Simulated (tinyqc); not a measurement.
# Ballistic Schottky-barrier transistor with a one-dimensional channel, WKB contacts, step by step

Numbers from tinyqc (`OMP_NUM_THREADS=1 python tinyqc.py 2390011 2390012 out.jsonl`; about 0.1 s on one thread of a shared Intel Xeon 2.30GHz). Printed values are rounded.

Source Fermi level 0, drain Fermi level -Vd. Far from the contacts Ec = pn - psi, and the gate moves psi one to one; the band edges relax as exp(-x/lam) from pn at the source and pn - Vd at the drain; Ev = Ec - Eg. A carrier of energy w inside the channel band meets at a contact a barrier of height D (the contact edge beyond the channel edge): T = 1 for w >= D, else exp(-S), S = 4 lam sqrt(m/C) [sqrt(D - w) - sqrt(w) arctan sqrt((D - w)/w)], C = hbar^2/(2 m0). The two contacts combine as Ts Td/(Ts + Td - Ts Td).

Values chosen for this exercise; channel values close to those of a carbon nanotube: temperature T = 300 K; band gap Eg = 0.533 eV; barrier for electrons at both contacts pn = 0.28 eV; electron mass mn = 0.06 m0; hole mass mp = 0.062 m0; valleys or subbands g = 2; screening length at the contacts lam = 2.1 nm; drain bias Vd = 0.5 V; band shift psi of the channel by the gate ps = 0.23 V; energy of one carrier inside the channel band w0 = 0.15 eV; upper end of the grid wm = 0.45 eV; points of the grid nE = 17.

Constants: q = 1.602176634e-19 C, kB = 1.380649e-23 J/K, hbar = 1.054571817e-34 J s, h = 6.62607015e-34 J s, m0 = 9.1093837015e-31 kg, Vt = kB T/q, hbar^2/(2 m0) = 0.0380998212 eV nm^2. Results are converted to the units shown.

Range of the model: No scattering, image-force lowering, channel charge or band-to-band tunnelling; parabolic kappa overstates S deep in the gap.

## Band edges and barriers

Electrons: Ds = psi, Dd = psi - Vd, Es = Ec, Ed = Ec + Vd. Holes: Ds = -psi, Dd = Vd - psi, Es = -Ev, Ed = -Ev - Vd. The size of each current is taken; both flow from drain to source and add.

Ec = 0.05 eV
Ev = -0.483 eV
D for electrons (eV): source 0.2300000, drain -0.2700000
D for holes (eV): source -0.2300000, drain 0.2700000

A negative D is no barrier. Here the holes carry the larger current.

## Transmission of one of the holes

S and T at both contacts for w = w0, and the tunnelling distance lam ln(D/w) at the higher barrier.

S at the source = 0
S at the drain = 0.6835207
combined T = 0.5048365
tunnelling distance = 1.234352 nm

## Current of the holes on a coarse grid

I = g (2 q^2/h) int T(w) [f(Es + w) - f(Ed + w)] dw, f(y) = 1/(1 + exp(y/Vt)). Electrons: Ds = psi, Dd = psi - Vd, Es = Ec, Ed = Ec + Vd. Holes: Ds = -psi, Dd = Vd - psi, Es = -Ev, Ed = -Ev - Vd. The size of each current is taken; both flow from drain to source and add. Simpson's rule on nE equally spaced w from 0 to wm.

```
point     w (eV)  Ts           Td            T  size of the supply difference
0      0.0000000   1  0.003818289  0.003818289                      0.6587187
1      0.0281250   1   0.04794253   0.04794253                      0.3940465
2      0.0562500   1    0.1145581    0.1145581                      0.1797182
3      0.0843750   1    0.2072447    0.2072447                     0.06874166
4      0.1125000   1    0.3233940    0.3233940                     0.02426621
5      0.1406250   1    0.4574920    0.4574920                    0.008309361
6      0.1687500   1    0.6013464    0.6013464                    0.002815062
7      0.1968750   1    0.7443020    0.7443020                    9.502112e-4
8      0.2250000   1    0.8731867    0.8731867                    3.203426e-4
9      0.2531250   1    0.9706865    0.9706865                    1.079513e-4
10     0.2812500   1            1            1                    3.637304e-5
11     0.3093750   1            1            1                    1.225493e-5
12     0.3375000   1            1            1                    4.128908e-6
13     0.3656250   1            1            1                    1.391096e-6
14     0.3937500   1            1            1                    4.686821e-7
15     0.4218750   1            1            1                    1.579062e-7
16     0.4500000   1            1            1                    5.320104e-8
```

current = 0.3115817 uA

A converged quadrature gives 0.3129 uA; this grid is 0.43 % below that. 0.0720 % of it passes over both barriers, the rest tunnels. The other carrier adds 0.0455 uA.
